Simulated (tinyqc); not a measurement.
From excess in the silicon back to time t: dopant redistribution at a moving silicon-oxide interface during parabolic oxidation. Computed by tinyqc, a small Python program. Command: `OMP_NUM_THREADS=1 python tinyqc.py 3000254 3000255 out.jsonl segox inv`. One thread of a shared host (Intel(R) Xeon(R) Processor @ 2.30GHz), about 0.02 s of CPU time with the checks.

Uniformly doped silicon is oxidised with x_ox = sqrt(B t); the interface advances into the silicon by alpha x_ox, alpha = 0.44. The dopant does not move in the oxide, and at the interface C(silicon) = m C(oxide).

Inputs (values chosen for the exercise, modelled on antimony in silicon under dry oxygen): dopant prefactor D0 = 4.55 cm^2/s; dopant activation energy E = 3.88 eV; oxidation prefactor B0 = 704 um^2/h; oxidation activation energy E_B = 1.24 eV; segregation coefficient m = C(silicon)/C(oxide) = 9.3; bulk doping C_B = 9.4e+17 1/cm^3; temperature T = 1125 C.

Constants: k_B = 8.617333262e-05 eV/K.

Method:
- D = D0 exp(-E/(k_B T)), converted with 1 cm^2/s = 3.6e11 um^2/h; B = B0 exp(-E_B/(k_B T)); s = alpha sqrt(B/(4 D)), the interface advance over 2 sqrt(D t).
- Temperatures in kelvin are T(C) + 273.15.
- With the dopant diffusivity D and s = alpha x_ox/(2 sqrt(D t)), in the silicon C = C_B + (C_s - C_B) erfc(y/(2 sqrt(D t)))/erfc(s), y from the original surface. Dopant balance at the interface gives C_s/C_B = 1/[1 + (1/(m alpha) - 1) g], g = sqrt(pi) s exp(s^2) erfc(s).
- Consumed silicon held alpha x_ox C_B; the oxide holds x_ox times the dopant concentration in the oxide; the difference is the excess in the silicon; 1 um = 1e-4 cm.

Problem. A run gave the result below. Find the time t, known to lie between 0.34 and 0.67 h.

excess in the silicon = 2.704427e+12 1/cm^2

Solution.

Each step takes the trial c = (a f_b - b f_a)/(f_b - f_a), f being the result less the target and a, b, c the logarithms of the listed values; c replaces end b, the old b replaces a if the sign of f changed, and otherwise f_a is halved.

Scan of the range:
```
time t (h)  excess in the silicon (1/cm^2)
0.340                          2.48437e+12
0.381                          2.62990e+12
0.426                          2.78087e+12
0.477                          2.94263e+12
0.534                          3.11349e+12
0.598                          3.29479e+12
0.670                          3.48750e+12
```

False position (Illinois rule, in the logarithm of the input) inside the bracket:
```
step     end a     end b     trial  excess in the silicon (1/cm^2)
1     0.381000  0.426000  0.402586                     2.70337e+12
2     0.426000  0.402586  0.402896                     2.70441e+12
3     0.426000  0.402896  0.402904                     2.70444e+12
4     0.402896  0.402904  0.402900                     2.70443e+12
```

Excess in the silicon rises at every point of a 13-point scan of the range (every second point is shown), so one value fits; it is bracketed by 0.381 and 0.426. The scan shows a pure power law with exponent 0.5000, so scaling from any one row also gives the answer directly. Answer: time t = 0.4029 h.

Caution: in this case the oxide is not much thicker than a typical Deal-Grove length A, so real growth is slower than parabolic. Caution: parabolic growth needs an oxide much thicker than the Deal-Grove length A, which fails for thin films and low temperatures; oxidation-enhanced or retarded diffusion is ignored.
